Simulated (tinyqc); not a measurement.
Bloch-Grueneisen resistivity of a metal: one step, computed by the program tinyqc. Command: `OMP_NUM_THREADS=1 python tinyqc.py 3005969 3005970 out.jsonl bg walk`. One thread of a shared host (Intel(R) Xeon(R) Processor @ 2.30GHz), about 0.01 s of CPU time with the checks.

Electrons scatter from a Debye spectrum of phonons (n = 5 for scattering within one band, n = 3 for scattering into a second, heavy band) and from static defects.

Question. Scale of the phonon resistivity. rho_ph = (n - 1) rho_1 (T/Theta)^n J_n(Theta/T), with rho_1 = 2 pi lambda_tr k_B Theta/(hbar eps_0 w_p^2), the high-temperature line at T = Theta.

Inputs (values chosen for the exercise, modelled on copper): Debye temperature Theta = 332 K; transport coupling lambda_tr = 0.13; Drude plasma energy hbar w_p = 9.2 eV.

Addition: none.

Constants: k_B = 1.380649e-23 J/K; hbar = 1.054571817e-34 J s; eps_0 = 8.8541878128e-12 F/m; hbar = 6.582119569e-16 eV s.

Give: rho_1.

Answer.

rho_1 = 2.052 microohm cm
